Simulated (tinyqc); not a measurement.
# On-chip interconnect, size-dependent resistivity and RC delay: what changes with what

A rectangular line between two neighbours and two ground planes. Surface and grain-boundary scattering are added to the bulk resistivity as corrections; capacitances are parallel-plate values without fringing; inductance is ignored.

Inputs (values chosen for the exercise); metal values close to those of aluminium: bulk resistivity rho0 = 2.62 uohm cm; bulk mean free path lam = 19 nm; specular share of surface scattering ps = 0.4; reflection coefficient of grain boundaries Rg = 0.2; grain size over the metal width gr = 1.5; drawn line width wd = 97 nm; aspect ratio, height over width AR = 2.1; liner on both walls and the bottom, not conducting tl = 2.9 nm; space to the neighbouring lines sp = 97 nm; dielectric height to the planes above and below hd = 140 nm; relative permittivity of the dielectric ek = 2.2; Miller factor of the neighbours Mf = 2; driver resistance Rd = 3700 ohm; load capacitance Cl = 2.4 fF; bulk resistivity of the second metal (close to copper) rho2 = 1.71 uohm cm; mean free path of the second metal lam2 = 39.2 nm; liner of the second metal tl2 = 1.7 nm.

Constants: eps0 = 8.8541878128e-12 F/m. Results are converted to the units shown.

Each table varies one quantity; the others keep the values above.

## Delay against the line length

Metal width x = wd - 2 tl, height y = AR wd - tl; grain boundaries (Mayadas-Shatzkes): al = (lam/(gr x)) Rg/(1 - Rg), g = 1/[1 - 3 al/2 + 3 al^2 - 3 al^3 ln(1 + 1/al)] - 1; surfaces (Fuchs-Sondheimer, thick limit): s = (3/8) lam (1 - ps)(1/x + 1/y); rho = rho0 (1 + g + s); r = rho/(x y); c = eps0 ek (2 wd/hd + 2 Mf AR wd/sp). Elmore delay tE = Rd (c Lw + Cl) + r Lw (c Lw/2 + Cl); t50 is the time at which the far end of a ladder of 30 pi sections (half capacitances at both ends, Cl at the far end, a step applied through Rd) reaches half the step; line share r Lw/(Rd + r Lw); estimate 0.69 Rd (c Lw + Cl) + 0.38 r c Lw^2 + 0.69 r Lw Cl.

The same in every row: rho (uohm cm) = 2.933; r (ohm/um) = 1.602; c (fF/um) = 0.1906.

Delay against the line length:
```
Lw (um)  tE (ps)  t50 (ps)  estimate (ps)  line share of the resistance (%)
1          9.589     6.647          6.617                           0.04327
3          11.01     7.631          7.596                            0.1297
7          13.85     9.603          9.558                            0.3021
20         23.12     16.04          15.96                            0.8584
50         44.72     31.05          30.88                             2.119
100        81.32     56.56          56.22                             4.149
400        317.0     222.3          220.4                             14.76
1000       870.7     619.3          611.4                             30.21
3000        3510      2566           2518                             56.50
```

What does the comparison show?

As Lw goes from 1 to 3000, r stays at 1.60 ohm/um, c stays at 0.191 fF/um and t50 rises from 6.65 to 2570 ps. t50/tE lies between 0.693 and 0.731, and the estimate is within 1.9 % of t50. The delay goes as Lw^(0.13) for the shortest lines and Lw^(1.29) for the longest; the line resistance equals Rd at 2310 um.

## Two metals against line width

Metal width x = wd - 2 tl, height y = AR wd - tl; grain boundaries (Mayadas-Shatzkes): al = (lam/(gr x)) Rg/(1 - Rg), g = 1/[1 - 3 al/2 + 3 al^2 - 3 al^3 ln(1 + 1/al)] - 1; surfaces (Fuchs-Sondheimer, thick limit): s = (3/8) lam (1 - ps)(1/x + 1/y); rho = rho0 (1 + g + s); r = rho/(x y). The second metal has rho2, lam2 and tl2 in place of rho0, lam and tl; ps, Rg, gr and AR are shared.

Two metals against line width:
```
wd (nm)  rho, first (uohm cm)  rho, second (uohm cm)  r, first (ohm/um)  r, second (ohm/um)  ratio second/first
8                      13.674                 9.3098             4471.7              1340.3             0.29974
10                     8.6451                 7.1094             1137.2              558.12             0.49078
13                     6.2548                 5.4882             356.03              223.31             0.62723
17                     5.0152                 4.4149             136.52              95.477             0.69936
22                     4.3054                 3.7093             61.378              44.815             0.73015
30                     3.7661                 3.1226             25.894              19.151             0.73958
45                     3.3377                 2.6227             9.2952              6.7937             0.73088
70                     3.0627                 2.2848             3.3106              2.3611             0.71319
120                    2.8708                 2.0406             1.0092             0.69920             0.69284
```

The resistivity of the first metal falls from 13.7 to 2.87 uohm cm and that of the second goes from 9.31 to 2.04 uohm cm as the line widens. The products rho0 lam, which set the size effect, are 49.8 and 67.0 uohm cm nm. The second metal has the lower resistance in every row. For widths well under the mean free path the thick-limit surface term is only a guide.

tinyqc, about 0.01 s, one thread, Intel Xeon 2.30GHz (shared host): `OMP_NUM_THREADS=1 python tinyqc.py 2100153 2100154 out.jsonl`
